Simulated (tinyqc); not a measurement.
LCCD on RHF in the 6-31g basis, for H3-, spin multiplicity 1, step by step. The basis has no diffuse functions, so it cannot describe the extra electron: this is an exercise in the method, not the real anion. Computed by tinyqc, a small Python program that keeps every step (integrals from PySCF). Settings: charge = -1, multiplicity = 1, basis = 6-31g, method = RHF, energy threshold = 1e-10, iteration cap = 51, orthogonalisation = symmetric, start = core, DIIS depth = 6, amplitude equations = LCCD, DIIS depth for amplitudes = 0, cap on updates = 79. Command: `OMP_NUM_THREADS=1 python tinyqc.py 31716 31717 out.jsonl` (the two numbers bound the seeds that draw the settings). One thread of a shared host (Intel(R) Xeon(R) Processor @ 2.60GHz), about 0.09 s of CPU time with the checks. The early iterations of the SCF are left out here.

## One-electron integrals

Geometry (angstrom):
```
atom         x         y          z
H     0.000000  0.000000   0.000000
H     0.000000  0.000000   0.975000
H     0.000000  0.000000  -0.975000
```

Basis 6-31g: exponents (1/bohr^2) and contraction coefficients of normalised primitives:
```
element  l (shell)   exponent  coefficient
H            s (1)  18.731137     0.033495
H            s (1)   2.825394     0.234727
H            s (1)   0.640122     0.813757
H            s (2)   0.161278     1.000000
```

Overlap, kinetic and nuclear-attraction integrals over the contracted functions; the nuclear repulsion is the sum of Za Zb / Rab.

nuclear repulsion = 1.35686464 hartree

overlap S:
```
          1H 1s     1H 2s     2H 1s     2H 2s     3H 1s     3H 2s
1H 1s  1.000000  0.658292  0.269719  0.421365  0.269719  0.421365
1H 2s  0.658292  1.000000  0.421365  0.760523  0.421365  0.760523
2H 1s  0.269719  0.421365  1.000000  0.658292  0.008801  0.110901
2H 2s  0.421365  0.760523  0.658292  1.000000  0.110901  0.334542
3H 1s  0.269719  0.421365  0.008801  0.110901  1.000000  0.658292
3H 2s  0.421365  0.760523  0.110901  0.334542  0.658292  1.000000
```

kinetic energy T (hartree):
```
          1H 1s     1H 2s      2H 1s      2H 2s      3H 1s      3H 2s
1H 1s  1.395678  0.259735   0.041167   0.116516   0.041167   0.116516
1H 2s  0.259735  0.241917   0.116516   0.150407   0.116516   0.150407
2H 1s  0.041167  0.116516   1.395678   0.259735  -0.016928  -0.008158
2H 2s  0.116516  0.150407   0.259735   0.241917  -0.008158   0.021852
3H 1s  0.041167  0.116516  -0.016928  -0.008158   1.395678   0.259735
3H 2s  0.116516  0.150407  -0.008158   0.021852   0.259735   0.241917
```

nuclear attraction V (hartree):
```
           1H 1s      1H 2s      2H 1s      2H 2s      3H 1s      3H 2s
1H 1s  -2.736425  -1.444406  -0.635771  -0.915132  -0.635771  -0.915132
1H 2s  -1.444406  -1.575557  -0.848924  -1.160578  -0.848924  -1.160578
2H 1s  -0.635771  -0.848924  -2.466201  -1.272001  -0.020811  -0.227720
2H 2s  -0.915132  -1.160578  -1.272001  -1.378742  -0.227720  -0.527090
3H 1s  -0.635771  -0.848924  -0.020811  -0.227720  -2.466201  -1.272001
3H 2s  -0.915132  -1.160578  -0.227720  -0.527090  -1.272001  -1.378742
```

core Hamiltonian H = T + V (hartree):
```
           1H 1s      1H 2s      2H 1s      2H 2s      3H 1s      3H 2s
1H 1s  -1.340747  -1.184671  -0.594604  -0.798616  -0.594604  -0.798616
1H 2s  -1.184671  -1.333640  -0.732408  -1.010171  -0.732408  -1.010171
2H 1s  -0.594604  -0.732408  -1.070523  -1.012266  -0.037739  -0.235878
2H 2s  -0.798616  -1.010171  -1.012266  -1.136825  -0.235878  -0.505238
3H 1s  -0.594604  -0.732408  -0.037739  -0.235878  -1.070523  -1.012266
3H 2s  -0.798616  -1.010171  -0.235878  -0.505238  -1.012266  -1.136825
```

## Two-electron integrals

Functions are numbered as in S; the eight-fold symmetry (ij|kl) = (ji|kl) = (kl|ij) leaves the list below.

Two-electron integrals (ij|kl) in chemists' order, unique and non-zero (hartree):
```
(11|11) 1.076566   (21|11) 0.578470   (21|21) 0.329423   (22|11) 0.587396
(22|21) 0.361304   (22|22) 0.453150   (31|11) 0.220922   (31|21) 0.128466
(31|22) 0.144840   (31|31) 0.067988   (32|11) 0.249084   (32|21) 0.154699
(32|22) 0.195429   (32|31) 0.088659   (32|32) 0.133869   (33|11) 0.531313
(33|21) 0.339175   (33|22) 0.447515   (33|31) 0.220922   (33|32) 0.360902
(33|33) 1.076566   (41|11) 0.360902   (41|21) 0.206742   (41|22) 0.228881
(41|31) 0.088659   (41|32) 0.109789   (41|33) 0.249084   (41|41) 0.133869
(42|11) 0.414617   (42|21) 0.257374   (42|22) 0.329533   (42|31) 0.118213
(42|32) 0.170900   (42|33) 0.414617   (42|41) 0.170900   (42|42) 0.262100
(43|11) 0.339175   (43|21) 0.215065   (43|22) 0.283839   (43|31) 0.128466
(43|32) 0.206742   (43|33) 0.578470   (43|41) 0.154699   (43|42) 0.257374
(43|43) 0.329423   (44|11) 0.447515   (44|21) 0.283839   (44|22) 0.382436
(44|31) 0.144840   (44|32) 0.228881   (44|33) 0.587396   (44|41) 0.195429
(44|42) 0.329533   (44|43) 0.361304   (44|44) 0.453150   (51|11) 0.220922
(51|21) 0.128466   (51|22) 0.144840   (51|31) 0.039291   (51|32) 0.046686
(51|33) 0.098273   (51|41) 0.073918   (51|42) 0.091208   (51|43) 0.064401
(51|44) 0.093496   (51|51) 0.067988   (52|11) 0.249084   (52|21) 0.154699
(52|22) 0.195429   (52|31) 0.046686   (52|32) 0.058846   (52|33) 0.126044
(52|41) 0.088168   (52|42) 0.119413   (52|43) 0.082825   (52|44) 0.123250
(52|51) 0.088659   (52|52) 0.133869   (53|11) 0.008522   (53|21) 0.004757
(53|22) 0.005034   (53|31) 0.001846   (53|32) 0.002156   (53|33) 0.004677
(53|41) 0.002979   (53|42) 0.003569   (53|43) 0.002965   (53|44) 0.003892
(53|51) 0.001846   (53|52) 0.002156   (53|53) 0.000069   (54|11) 0.074699
(54|21) 0.045302   (54|22) 0.054740   (54|31) 0.014083   (54|32) 0.017400
(54|33) 0.037095   (54|41) 0.026169   (54|42) 0.034323   (54|43) 0.024305
(54|44) 0.035578   (54|51) 0.024246   (54|52) 0.034294   (54|53) 0.000638
(54|54) 0.009092   (55|11) 0.531313   (55|21) 0.339175   (55|22) 0.447515
(55|31) 0.098273   (55|32) 0.126044   (55|33) 0.271369   (55|41) 0.189277
(55|42) 0.263511   (55|43) 0.178615   (55|44) 0.269498   (55|51) 0.220922
(55|52) 0.360902   (55|53) 0.004677   (55|54) 0.088127   (55|55) 1.076566
(61|11) 0.360902   (61|21) 0.206742   (61|22) 0.228881   (61|31) 0.073918
(61|32) 0.088168   (61|33) 0.189277   (61|41) 0.125966   (61|42) 0.156046
(61|43) 0.121901   (61|44) 0.167321   (61|51) 0.088659   (61|52) 0.109789
(61|53) 0.002979   (61|54) 0.031456   (61|55) 0.249084   (61|61) 0.133869
(62|11) 0.414617   (62|21) 0.257374   (62|22) 0.329533   (62|31) 0.091208
(62|32) 0.119413   (62|33) 0.263511   (62|41) 0.156046   (62|42) 0.221200
(62|43) 0.170655   (62|44) 0.243122   (62|51) 0.118213   (62|52) 0.170900
(62|53) 0.003569   (62|54) 0.045809   (62|55) 0.414617   (62|61) 0.170900
(62|62) 0.262100   (63|11) 0.074699   (63|21) 0.045302   (63|22) 0.054740
(63|31) 0.024246   (63|32) 0.034294   (63|33) 0.088127   (63|41) 0.031456
(63|42) 0.045809   (63|43) 0.051338   (63|44) 0.058395   (63|51) 0.014083
(63|52) 0.017400   (63|53) 0.000638   (63|54) 0.005172   (63|55) 0.037095
(63|61) 0.026169   (63|62) 0.034323   (63|63) 0.009092   (64|11) 0.196508
(64|21) 0.120871   (64|22) 0.151598   (64|31) 0.048455   (64|32) 0.065379
(64|33) 0.149713   (64|41) 0.076570   (64|42) 0.110243   (64|43) 0.094956
(64|44) 0.127941   (64|51) 0.048455   (64|52) 0.065379   (64|53) 0.001684
(64|54) 0.018313   (64|55) 0.149713   (64|61) 0.076570   (64|62) 0.110243
(64|63) 0.018313   (64|64) 0.050716   (65|11) 0.339175   (65|21) 0.215065
(65|22) 0.283839   (65|31) 0.064401   (65|32) 0.082825   (65|33) 0.178615
(65|41) 0.121901   (65|42) 0.170655   (65|43) 0.117508   (65|44) 0.176571
(65|51) 0.128466   (65|52) 0.206742   (65|53) 0.002965   (65|54) 0.051338
(65|55) 0.578470   (65|61) 0.154699   (65|62) 0.257374   (65|63) 0.024305
(65|64) 0.094956   (65|65) 0.329423   (66|11) 0.447515   (66|21) 0.283839
(66|22) 0.382436   (66|31) 0.093496   (66|32) 0.123250   (66|33) 0.269498
(66|41) 0.167321   (66|42) 0.243122   (66|43) 0.176571   (66|44) 0.261505
(66|51) 0.144840   (66|52) 0.228881   (66|53) 0.003892   (66|54) 0.058395
(66|55) 0.587396   (66|61) 0.195429   (66|62) 0.329533   (66|63) 0.035578
(66|64) 0.127941   (66|65) 0.361304   (66|66) 0.453150
```

## Orthogonalisation

S = U s U^T; symmetric (Loewdin) form X = U s^(-1/2) U^T, so that X^T S X = 1.

eigenvalues of S: 0.053472  0.257221  0.434858  0.652530  1.399436  3.202483

X:
```
           1H 1s      1H 2s      2H 1s      2H 2s      3H 1s      3H 2s
1H 1s   1.282784  -0.619704  -0.059030   0.089761  -0.059030   0.089761
1H 2s  -0.619704   2.890474  -0.013308  -1.144337  -0.013308  -1.144337
2H 1s  -0.059030  -0.013308   1.260674  -0.485060   0.012764   0.054754
2H 2s   0.089761  -1.144337  -0.485060   1.880075   0.054754   0.310933
3H 1s  -0.059030  -0.013308   0.012764   0.054754   1.260674  -0.485060
3H 2s   0.089761  -1.144337   0.054754   0.310933  -0.485060   1.880075
```

## Iteration 7 (converged): orbitals

converged F (hartree):
```
           1H 1s      1H 2s      2H 1s      2H 2s      3H 1s      3H 2s
1H 1s   0.359979  -0.289468  -0.289355  -0.276542  -0.289355  -0.276542
1H 2s  -0.289468  -0.129492  -0.253284  -0.140628  -0.253284  -0.140628
2H 1s  -0.289355  -0.253284   0.403606  -0.251512  -0.027114  -0.113229
2H 2s  -0.276542  -0.140628  -0.251512  -0.054963  -0.113229  -0.118888
3H 1s  -0.289355  -0.253284  -0.027114  -0.113229   0.403606  -0.251512
3H 2s  -0.276542  -0.140628  -0.113229  -0.118888  -0.251512  -0.054963
```

Diagonalise F' = X^T F X, C = X C', fill 2 alpha and 2 beta electrons from the bottom; D = 2 C_occ C_occ^T. Each column has its largest component positive (the first on a tie).

F' = X^T F X (hartree):
```
           1          2          3          4          5          6
1   0.964907  -0.609580  -0.263311  -0.073570  -0.263311  -0.073570
2  -0.609580   0.721551  -0.142381  -0.198773  -0.142381  -0.198773
3  -0.263311  -0.142381   0.964087  -0.606053   0.088401   0.049320
4  -0.073570  -0.198773  -0.606053   0.482144   0.049320  -0.035027
5  -0.263311  -0.142381   0.088401   0.049320   0.964087  -0.606053
6  -0.073570  -0.198773   0.049320  -0.035027  -0.606053   0.482144
```

orbital energies (hartree): MO1 -0.288004, MO2 0.016983, MO3 0.588997, MO4 1.257006, MO5 1.375874, MO6 1.628063

coefficients C:
```
            MO1        MO2        MO3        MO4        MO5        MO6
1H 1s  0.273006   0.000000   0.226413  -0.763170   0.000000  -1.159494
1H 2s  0.250011   0.000000   2.314727   1.323725   0.000000   2.045855
2H 1s  0.186551   0.231926   0.000667  -0.675473  -0.933033   0.644981
2H 2s  0.235059   0.650435  -1.543650   0.034100   0.976595  -1.170954
3H 1s  0.186551  -0.231926   0.000667  -0.675473   0.933033   0.644981
3H 2s  0.235059  -0.650435  -1.543650   0.034100  -0.976595  -1.170954
```

D after iteration 7:
```
          1H 1s     1H 2s      2H 1s      2H 2s      3H 1s      3H 2s
1H 1s  0.149064  0.136509   0.101859   0.128345   0.101859   0.128345
1H 2s  0.136509  0.125011   0.093279   0.117535   0.093279   0.117535
2H 1s  0.101859  0.093279   0.177182   0.389407  -0.037978  -0.214005
2H 2s  0.128345  0.117535   0.389407   0.956636  -0.214005  -0.735625
3H 1s  0.101859  0.093279  -0.037978  -0.214005   0.177182   0.389407
3H 2s  0.128345  0.117535  -0.214005  -0.735625   0.389407   0.956636
```

## Convergence

Stop when the energy changes by less than 1e-10 hartree and every element of the error matrix X^T (F D S - S D F) X is below 3e-06.

Course of the cycle:
```
iteration  E (hartree)     change  largest element of the error matrix
1          -1.27143971          -                             3.70e-01
2          -1.54948424  -2.78e-01                             2.34e-02
3          -1.55088456  -1.40e-03                             3.18e-03
4          -1.55090448  -1.99e-05                             1.37e-04
5          -1.55090454  -6.18e-08                             8.42e-06
6          -1.55090454  -1.37e-10                             2.22e-07
7          -1.55090454  -1.05e-13                             1.25e-09
```

PySCF RHF in the same basis = -1.55090454 hartree

Converged in 7 iterations.

## Integrals over molecular orbitals

(pq|rs) = sum C_ip C_jq C_kr C_ls (ij|kl), one index at a time.

one-electron integrals over orbitals h = C^T H C (hartree):
```
           1          2          3          4          5          6
1  -1.522755   0.000000  -0.175190   0.169399   0.000000   0.046469
2   0.000000  -1.113993   0.000000   0.000000   0.235239   0.000000
3  -0.175190   0.000000  -0.727036   0.000295   0.000000   0.276793
4   0.169399   0.000000   0.000295  -0.330157   0.000000  -0.008652
5   0.000000   0.235239   0.000000   0.000000  -0.173153   0.000000
6   0.046469   0.000000   0.276793  -0.008652   0.000000  -0.162857
```

Two-electron integrals over orbitals (pq|rs), unique and non-zero (hartree):
```
(11|11) 0.516261    (21|21) 0.121018    (22|11) 0.419754    (22|22) 0.412487
(31|11) 0.085688    (31|22) 0.009246    (31|31) 0.065700    (32|21) -0.071011
(32|32) 0.071902    (33|11) 0.378897    (33|22) 0.347920    (33|31) 0.026889
(33|33) 0.339069    (41|11) -0.086723   (41|22) -0.066787   (41|31) -0.018139
(41|33) -0.045782   (41|41) 0.061557    (42|21) -0.050898   (42|32) 0.022135
(42|42) 0.043609    (43|11) -0.008129   (43|22) 0.009980    (43|31) -0.014366
(43|33) -0.005594   (43|41) 0.011085    (43|43) 0.016438    (44|11) 0.455955
(44|22) 0.390209    (44|31) 0.060188    (44|33) 0.342427    (44|41) -0.068864
(44|43) 0.003287    (44|44) 0.432039    (51|21) -0.060482   (51|32) 0.019109
(51|42) 0.047992    (51|51) 0.056150    (52|11) -0.102015   (52|22) -0.091692
(52|31) -0.012116   (52|33) -0.040900   (52|41) 0.056133    (52|43) -0.008538
(52|44) -0.095666   (52|52) 0.081314    (53|21) -0.018377   (53|32) 0.027202
(53|42) -0.007168   (53|51) -0.009268   (53|53) 0.025459    (54|21) 0.114588
(54|32) -0.062772   (54|42) -0.061925   (54|51) -0.072460   (54|53) -0.008782
(54|54) 0.128112    (55|11) 0.424198    (55|22) 0.419048    (55|31) 0.009130
(55|33) 0.338369    (55|41) -0.087797   (55|43) 0.012733    (55|44) 0.410283
(55|52) -0.123487   (55|55) 0.463117    (61|11) -0.039143   (61|22) 0.028115
(61|31) -0.055164   (61|33) -0.024694   (61|41) 0.011406    (61|43) 0.030766
(61|44) -0.009968   (61|52) -0.027758   (61|55) 0.045849    (61|61) 0.088619
(62|21) 0.063555    (62|32) -0.026741   (62|42) -0.043005   (62|51) -0.050691
(62|53) 0.009586    (62|54) 0.073829    (62|62) 0.053978    (63|11) -0.121428
(63|22) -0.057921   (63|31) -0.055427   (63|33) -0.053451   (63|41) 0.047943
(63|43) 0.014773    (63|44) -0.094022   (63|52) 0.042112    (63|55) -0.062400
(63|61) 0.046279    (63|63) 0.075098    (64|11) 0.027886    (64|22) -0.039360
(64|31) 0.055291    (64|33) 0.011308    (64|41) 0.006892    (64|43) -0.025669
(64|44) 0.006597    (64|52) 0.038897    (64|55) -0.067074   (64|61) -0.083176
(64|63) -0.039043   (64|64) 0.092520    (65|21) -0.109148   (65|32) 0.069147
(65|42) 0.063306    (65|51) 0.070254    (65|53) 0.011255    (65|54) -0.123352
(65|62) -0.071184   (65|65) 0.126486    (66|11) 0.540521    (66|22) 0.426237
(66|31) 0.100809    (66|33) 0.397555    (66|41) -0.127076   (66|43) -0.027175
(66|44) 0.481881    (66|52) -0.119262   (66|55) 0.448823    (66|61) -0.075821
(66|63) -0.158455   (66|64) 0.051244    (66|66) 0.631067
```

## LCCD: starting amplitudes

t_ij^ab = <ij||ab> / (e_i + e_j - e_a - e_b), whose energy is MP2.

Starting amplitudes (spin orbitals 1a, 1b, ...; amplitudes related by a flip of all spins are not repeated):
```
from      to          t
2a 2b  3a 3b  -0.062850
1a 1b  3a 3b  -0.037457
2a 2b  5a 5b  -0.029919
1a 1b  6a 6b  -0.023125
1a 1b  4a 4b  -0.019921
1a 1b  3a 6b   0.019750
1a 2b  4a 5b  -0.019330
2a 2b  4a 4b  -0.017584
1a 1b  5a 5b  -0.016873
2a 2b  6a 6b  -0.016752
1a 2b  4b 5a   0.016527
1a 2b  5a 6b   0.015478
2a 2b  4a 6b   0.015084
1a 2a  3a 5a   0.013965
2a 2b  3a 6b   0.012249
2a 2b  3a 4b  -0.012216
1a 2b  3b 5a   0.008546
1a 2b  5b 6a  -0.008476
1a 1b  3a 4b   0.007489
1a 2a  5a 6a   0.007003
1a 2b  3a 5b   0.005419
1a 1b  4a 6b  -0.003296
1a 2a  4a 5a  -0.002803
```

correlation energy = -0.02781927 hartree

## LCCD: amplitude update 1

t_ij^ab D_ij^ab are set to the remaining terms of the spin-orbital equations, evaluated with the old amplitudes; for the doubles these are <ij||ab> + 1/2 <ab||ef> t_ij^ef + 1/2 <mn||ij> t_mn^ab + P(ij)P(ab) <mb||ej> t_im^ae, D the orbital-energy denominators (linear CCD).

Amplitudes after update 1 (spin orbitals 1a, 1b, ...; amplitudes related by a flip of all spins are not repeated):
```
from      to          t
2a 2b  3a 3b  -0.084509
1a 1b  3a 3b  -0.045564
2a 2b  5a 5b  -0.036593
1a 1b  6a 6b  -0.027359
1a 1b  3a 6b   0.026198
1a 2b  4a 5b  -0.024431
1a 1b  4a 4b  -0.024107
2a 2b  4a 4b  -0.021475
1a 2b  4b 5a   0.020905
1a 1b  5a 5b  -0.019926
2a 2b  4a 6b   0.019785
1a 2b  5a 6b   0.019754
2a 2b  6a 6b  -0.017115
2a 2b  3a 4b  -0.016517
1a 2a  3a 5a   0.015666
2a 2b  3a 6b   0.014634
1a 2b  5b 6a  -0.011756
1a 2b  3b 5a   0.010533
1a 1b  3a 4b   0.009431
1a 2a  5a 6a   0.007997
1a 2b  3a 5b   0.005134
1a 2a  4a 5a  -0.003526
1a 1b  4a 6b  -0.003188
```

correlation energy = -0.03478819 hartree

## LCCD: convergence

E_corr = 1/4 sum <ij||ab> t_ij^ab; stop when the norm of the change is below 1e-8.

Course of the amplitude iterations:
```
update  correlation energy (hartree)  norm of the change
0                        -0.02781927                   -
1                        -0.03478819            6.29e-02
2                        -0.03671462            2.08e-02
3                        -0.03728393            7.82e-03
4                        -0.03746373            3.27e-03
5                        -0.03752445            1.47e-03
6                        -0.03754641            6.88e-04
7                        -0.03755489            3.31e-04
8                        -0.03755837            1.62e-04
9                        -0.03755988            7.98e-05
10                       -0.03756055            3.96e-05
11                       -0.03756086            1.97e-05
12                       -0.03756101            9.80e-06
13                       -0.03756108            4.88e-06
14                       -0.03756111            2.44e-06
15                       -0.03756113            1.22e-06
16                       -0.03756114            6.08e-07
17                       -0.03756114            3.04e-07
18                       -0.03756115            1.52e-07
19                       -0.03756115            7.58e-08
20                       -0.03756115            3.79e-08
21                       -0.03756115            1.89e-08
22                       -0.03756115            9.46e-09
```

Converged amplitudes (spin orbitals 1a, 1b, ...; amplitudes related by a flip of all spins are not repeated):
```
from      to          t
2a 2b  3a 3b  -0.099250
1a 1b  3a 3b  -0.046840
2a 2b  5a 5b  -0.038835
1a 1b  3a 6b   0.028931
1a 1b  6a 6b  -0.028762
1a 2b  4a 5b  -0.026146
1a 1b  4a 4b  -0.025301
2a 2b  4a 4b  -0.022996
1a 2b  4b 5a   0.022303
2a 2b  4a 6b   0.021572
1a 2b  5a 6b   0.021052
1a 1b  5a 5b  -0.020943
2a 2b  3a 4b  -0.018961
2a 2b  6a 6b  -0.016285
2a 2b  3a 6b   0.015967
1a 2a  3a 5a   0.015338
1a 2b  5b 6a  -0.012859
1a 2b  3b 5a   0.011117
1a 1b  3a 4b   0.010352
1a 2a  5a 6a   0.008193
1a 2b  3a 5b   0.004221
1a 2a  4a 5a  -0.003843
1a 1b  4a 6b  -0.002702
```

LCCD total energy = -1.58846569 hartree

Converged in 22 updates.
